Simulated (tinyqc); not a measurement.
# Minority-electron transport through the base of a bipolar transistor (Moll-Ross and Kroemer integrals), step by step

A worked calculation. Computed by tinyqc, a small Python program that keeps every step. Command: `OMP_NUM_THREADS=1 python tinyqc.py 3029730 3029731 out.jsonl base walk`. One thread of a shared host (Intel(R) Xeon(R) Processor @ 2.30GHz), about 0.01 s of CPU time with the checks. Intermediate numbers are printed to about 5 digits and carried at full precision; extremes and crossings named in words are read from the listed rows.

Low injection, one dimension, x from the emitter edge (0) to the collector edge (W), s = x/W. Recombination is treated as a small correction (valid for tau_B well below tau_n), computed from the stored charge.

Inputs (values chosen for the exercise, modelled on silicon): intrinsic density n_i at the emitter edge = 1e+10 1/cm^3; base doping at the emitter edge N_0 = 2.6e+19 1/cm^3; base width W = 55 nm; mu_min = 240 cm^2/(V s); mu_max = 1410 cm^2/(V s); N_ref = 1.2e+17 1/cm^3; saturation velocity v_s = 1 1e7 cm/s; electron lifetime tau_n = 9.4 ns; emitter Gummel number G_E = 1.5e+13 s/cm^4; base-emitter voltage V_BE = 0.69 V; temperature T = 300 K; gap narrowing across the base dE_g = 50 meV.

Base doping profile: uniform. Gap grading: linear. Exit of the base: saturation velocity.

Constants: k_B = 8.617333262e-05 eV/K; e = 1.602176634e-19 C.

## Profile and built-in field

N(x) = N_0; n_i(x)^2 = n_i^2 exp(s dE_g/k_B T); D(x) = (k_B T/e) mu, mu = mu_min + (mu_max - mu_min)/(1 + (N/N_ref)^0.7). Field that drives electrons towards the collector, averaged over the base: (k_B T/e) ln[N_0 n_i(W)^2/(N(W) n_i^2)]/W.

Across the base:
```
s    N (1/cm^3)  n_i(x)^2/n_i^2  D (cm^2/s)  y (s/cm^5)
0.0    2.60e+19          1.0000      6.8895  3.7739e+18
0.2    2.60e+19          1.4723      6.8895  2.5633e+18
0.4    2.60e+19          2.1676      6.8895  1.7410e+18
0.6    2.60e+19          3.1914      6.8895  1.1825e+18
0.8    2.60e+19          4.6986      6.8895  8.0319e+17
1.0    2.60e+19          6.9177      6.8895  5.4554e+17
```

drift factor eta (potential drop in k_B T/e) = 1.9341

mean built-in field = 9.0909 kV/cm

## Collector current and transit time

With y(x) = N n_i^2/(D n_i(x)^2): base Gummel number G_B = int_0^W y dx + N(W) n_i^2/(v_s n_i(W)^2); J_C = e n_i^2 exp(e V_BE/k_B T)/G_B; n(x) = (J_C/e)(n_i(x)^2/(N n_i^2)) [int_x^W y dx + the same exit term]; transit time tau_B = (e/J_C) int n dx; trapezoid rule on 401 even points.

base Gummel number G_B = 9.5564e+12 s/cm^4

collector current density J_C = 0.65450 A/cm^2

base transit time tau_B = 1.5094 ps

share of the exit term in G_B = 3.9329 %

mean velocity W/tau_B = 0.36439 1e7 cm/s

Plain diffusion with the D of the emitter edge would take W^2/(2D) = 2.20 ps, 1.45 times the result.

## Gain and speed

Emitter-limited gain beta_E = G_E/G_B; recombination-limited gain beta_R = tau_n/tau_B; 1/beta = 1/beta_E + 1/beta_R; f_T from the base alone = 1/(2 pi tau_B).

beta_E = 1.5696

beta_R = 6227.8

current gain beta = 1.5692

f_T from the base alone = 105.45 GHz

The gain is limited mainly by hole injection into the emitter (100 % of the base current).

## What grading buys

The formulas are those given above.

The same base with other gradings:
```
dE_g (meV)  dE_g/k_B T  G_B (s/cm^4)  J_C gain  tau_B (ps)  speed gain
0                0.000    2.3356e+13     1.000      2.7454      1.0000
25               0.967    1.4292e+13     1.634      1.9829      1.3845
50               1.934    9.5564e+12     2.444      1.5094      1.8189
75               2.901    6.9043e+12     3.383      1.1996      2.2885
100              3.868    5.3082e+12     4.400      0.9870      2.7815
150              5.802    3.5744e+12     6.534      0.7212      3.8066
200              7.736    2.6830e+12     8.705      0.5653      4.8565
300             11.605    1.7888e+12    13.057      0.3932      6.9825
```

At 100 meV J_C rises by a factor 4.40 and the transit is 2.78 times faster; at 300 meV the factors are 13.06 and 6.98. For a uniform base without exit term both tend to be linear in dE_g/k_B T, J_C as x/(1 - exp(-x)) and the speed as x/2. From 300 meV on the mean velocity W/tau_B exceeds v_s, so those speed gains are overstated.

Checks made by the program: transit time against W^2/(D eta) [1 - (1 - exp(-eta))/eta] plus the exit term (relative difference 7e-07).
